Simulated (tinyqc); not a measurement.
sp3s* tight binding: one step. Levels at Gamma. Three cases, with inputs chosen for the exercise.

Problem. At k = 0 only g0 = 1 is left and H falls into 2 x 2 blocks [[E_a, V], [V, E_c]] with roots (E_a + E_c)/2 -/+ sqrt(((E_a - E_c)/2)^2 + V^2); the s* levels stay uncoupled. The direct gap runs from the highest lower root of the p blocks to the lowest upper root.

Give: Blocks at Gamma (eV); direct gap at Gamma.

Case 1.

Values chosen (near a published set for Si, fitted to gaps, whose masses and valley positions are rough; the results hold for these values, not for the real material):
- Esa = -4.2 eV (s level of the anion)
- Esc = -4.2 eV (s level of the cation)
- Epa = 1.714 eV (p level of the anion)
- Epc = 1.714 eV (p level of the cation)
- Vss = -8.293 eV (s-s)
- Vxx = 1.711 eV (px-px)

Solution.

Blocks at Gamma (eV):
```
block            E_a      E_c        V  lower root  upper root
s (Gamma1)   -4.2000  -4.2000  -8.2930    -12.4930      4.0930
p (Gamma15)   1.7140   1.7140   1.7110      0.0030      3.4250
```

direct gap at Gamma = 3.4220 eV

Case 2.

Values chosen (near a published set for Si, fitted to gaps, whose masses and valley positions are rough; the results hold for these values, not for the real material):
- Esa = -4.239 eV (s level of the anion)
- Esc = -4.239 eV (s level of the cation)
- Epa = 1.733 eV (p level of the anion)
- Epc = 1.733 eV (p level of the cation)
- Vss = -8.397 eV (s-s)
- Vxx = 1.706 eV (px-px)

Solution.

Blocks at Gamma (eV):
```
block            E_a      E_c        V  lower root  upper root
s (Gamma1)   -4.2390  -4.2390  -8.3970    -12.6360      4.1580
p (Gamma15)   1.7330   1.7330   1.7060      0.0270      3.4390
```

direct gap at Gamma = 3.4120 eV

Case 3.

Values chosen (near a published set for Si, fitted to gaps, whose masses and valley positions are rough; the results hold for these values, not for the real material):
- Esa = -4.179 eV (s level of the anion)
- Esc = -4.179 eV (s level of the cation)
- Epa = 1.706 eV (p level of the anion)
- Epc = 1.706 eV (p level of the cation)
- Vss = -8.283 eV (s-s)
- Vxx = 1.725 eV (px-px)

Solution.

Blocks at Gamma (eV):
```
block            E_a      E_c        V  lower root  upper root
s (Gamma1)   -4.1790  -4.1790  -8.2830    -12.4620      4.1040
p (Gamma15)   1.7060   1.7060   1.7250     -0.0190      3.4310
```

direct gap at Gamma = 3.4500 eV

The lowest empty level at Gamma is p-like.

Computed by tinyqc, one run a case: `OMP_NUM_THREADS=1 python tinyqc.py N N+1 out.jsonl` with N = 1452229, 1452242, 1452304; one thread of a shared Intel(R) Xeon(R) Processor @ 2.30GHz, about 0.1 s a run at most.
